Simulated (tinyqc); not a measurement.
Eight-band Kane k.p model: one step. Derived values. Four cases, with inputs chosen for the exercise.

Problem. P = sqrt(Ep c); A = 1/me - Ep (Eg + 2 Dso/3)/(Eg (Eg + Dso)) keeps the electron mass; g1' = g1 - Ep/(3 Eg), g2' = g2 - Ep/(6 Eg), g3' = g3 - Ep/(6 Eg) remove the coupling to S that the Luttinger values already hold; L = -c (g1' + 4 g2'), M = -c (g1' - 2 g2'), N = -6 c g3'. c = hbar^2/2m0.

Constants: hbar^2/2m0 = 3.80998211 eV angstrom^2.

Give: P; A; g1', g2', g3'; L, M, N.

Case 1.

Values chosen (near those of InP; not measured data):
- Eg = 1.419 eV (gap at Gamma to the s-like level)
- Dso = 0.108 eV (spin-orbit splitting)
- Ep = 20.6 eV (Kane energy)
- me = 0.0802 m0 (electron mass at Gamma)
- g1 = 5.08 (Luttinger gamma1)
- g2 = 1.6 (gamma2)
- g3 = 2.1 (gamma3)

Solution.

P = 8.8592 eV angstrom
A = -1.7062

g1', g2', g3': 0.2409  -0.8195  -0.3195

L, M, N (eV angstrom^2): 11.5719  -7.1628  7.3047

The coupling to the valence bands supplies 14.18, against 1/me = 12.47; A makes up the difference. The diagonal terms in A and L bend towards the gap, so the set should be tested for spurious states at large k.

Case 2.

Values chosen (near those of GaAs; not measured data):
- Eg = 1.564 eV (gap at Gamma to the s-like level)
- Dso = 0.336 eV (spin-orbit splitting)
- Ep = 26 eV (Kane energy)
- me = 0.0687 m0 (electron mass at Gamma)
- g1 = 6.98 (Luttinger gamma1)
- g2 = 2.03 (gamma2)
- g3 = 2.91 (gamma3)

Solution.

P = 9.9529 eV angstrom
A = -1.0881

g1', g2', g3': 1.4387  -0.7407  0.1393

L, M, N (eV angstrom^2): 5.8066  -11.1251  -3.1850

The coupling to the valence bands supplies 15.64, against 1/me = 14.56; A makes up the difference. The diagonal terms in A and L bend towards the gap, so the set should be tested for spurious states at large k.

Case 3.

Values chosen (near those of AlAs; not measured data):
- Eg = 3.128 eV (gap at Gamma to the s-like level)
- Dso = 0.278 eV (spin-orbit splitting)
- Ep = 21.1 eV (Kane energy)
- me = 0.1504 m0 (electron mass at Gamma)
- g1 = 3.76 (Luttinger gamma1)
- g2 = 0.82 (gamma2)
- g3 = 1.42 (gamma3)

Solution.

P = 8.9661 eV angstrom
A = 0.0869

g1', g2', g3': 1.5115  -0.3043  0.2957

L, M, N (eV angstrom^2): -1.1219  -8.0772  -6.7607

The coupling to the valence bands supplies 6.56, against 1/me = 6.65; A makes up the difference. A > 0 and L, M < 0: every diagonal term bends away from the gap.

Case 4.

Values chosen (near those of Ge; not measured data):
- Eg = 0.896 eV (gap at Gamma to the s-like level)
- Dso = 0.287 eV (spin-orbit splitting)
- Ep = 26.4 eV (Kane energy)
- me = 0.0377 m0 (electron mass at Gamma)
- g1 = 13.36 (Luttinger gamma1)
- g2 = 4.24 (gamma2)
- g3 = 5.68 (gamma3)

Solution.

P = 10.0291 eV angstrom
A = -0.5564

g1', g2', g3': 3.5386  -0.6707  0.7693

L, M, N (eV angstrom^2): -3.2603  -18.5927  -17.5858

The coupling to the valence bands supplies 27.08, against 1/me = 26.53; A makes up the difference. The diagonal term in A bends towards the gap, so the set should be tested for spurious states at large k.

Computed by tinyqc, one run a case: `OMP_NUM_THREADS=1 python tinyqc.py N N+1 out.jsonl` with N = 1050770, 1050904, 1050999, 1051013; one thread of a shared Intel(R) Xeon(R) Processor @ 2.30GHz, about 0.09 s a run at most.
